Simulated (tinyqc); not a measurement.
Stacked nanosheet transistor, parasitic resistance, capacitance and delay: two steps of the calculation.

Ns sheets share one contact on top; each has perimeter p = 2 (Ws + ts) and cross-section A = Ws ts; contact width Wc = Ws + 10 nm, stack height Hs = Ns pv. Sheet 1 is the top one. Contact length Lc = CPP - Lg - 2 Lsp, shared by two neighbouring gates. Source and drain sides are equal. The formulas are first-order estimates, not field solutions.

Parameters, values chosen for the exercise; values close to those of silicon logic devices:

| symbol | value | unit | meaning |
|---|---|---|---|
| T | 300 | K | temperature |
| Ns | 3 |  | number of sheets |
| Ws | 30 | nm | sheet width |
| ts | 7 | nm | sheet thickness |
| pv | 16 | nm | vertical pitch of the sheets |
| rv | 177 | ohm | vertical resistance between sheet levels |
| Lg | 18 | nm | gate length |
| Lsp | 5 | nm | spacer length |
| ks | 4 |  | relative permittivity of the spacer |
| Hc | 20 | nm | gate height above the channel stack |
| Lov | 2 | nm | gate overlap |
| Cinv | 2.8 | uF/cm^2 | inversion capacitance |
| vx | 1.4e7 | cm/s | injection velocity |
| mu | 200 | cm^2/(V s) | apparent mobility |
| VT | 0.28 | V | threshold at zero drain voltage |
| dl | 0.043 | V/V | barrier lowering |
| n | 1.15 |  | subthreshold factor |
| Cw | 0.26 | fF | wire load |
| Vdd | 0.6 | V | supply voltage |

Constants: q = 1.602176634e-19 C, kB = 1.380649e-23 J/K, eps0 = 8.8541878128e-12 F/m, Vt = kB T/q. Results are converted to the units shown.

Question 1. Capacitances. With N sheets: gate Cg = Cinv p N Lg; per side, plate Cp = ks eps0 [Wc (Hs + Hc) - N A]/Lsp, top fringe Cf = (2/pi) ks eps0 Wc ln(1 + Lg/(2 Lsp)), overlap Co = Cinv p N Lov. Cs = Cp + Cf + Co. An inverter of two such devices driving an equal one has the load CL = 2 (Cg + 2 Cs) + 4 Cs + Cw (its own drains counted twice for the Miller effect).

Give: Cg; Cp; Cf; Co; CL.

Answer 1.

Cg = 111.89 aF
Cp = 14.804 aF
Cf = 0.92859 aF
Co = 12.432 aF
CL = 709.09 aF

The channel capacitance gives 31.6 % of CL, the parasitic parts 31.8 % and the wire 36.7 %.

Question 2. Sheet currents at Vgs = Vdd, Vds = Vdd/2. One sheet: I = p Q vx u/(1 + |u|^1.8)^(1/1.8), Q = Cinv n Vt ln(1 + exp((Vg' - VT + dl Vd')/(n Vt))), u = Vd' mu/(vx Lg), Vg' = Vgs - v, Vd' = Vds - 2 v, with the drop on each side v_j = Rc sum I + rv (sum over levels k = 2..j of the current of sheets k..Ns) + Rx I_j. I(new) = I + 0.5 (I(out) - I).

I after iteration 1 (uA): sheet 1 43.435614, sheet 2 43.435614, sheet 3 43.435614
Rc = 652.16349 ohm
Rx = 107.14286 ohm

Find: drop v; I(out); I after iteration 2.

Answer 2.

drop v (mV): sheet 1 89.635, sheet 2 105.01, sheet 3 112.70
I(out) (uA): sheet 1 45.492, sheet 2 35.600, sheet 3 30.122
I after iteration 2 (uA): sheet 1 44.464, sheet 2 39.518, sheet 3 36.779

tinyqc, about 0.05 s, one thread, Intel Xeon 2.30GHz (shared host): `OMP_NUM_THREADS=1 python tinyqc.py 2170021 2170022 out.jsonl`
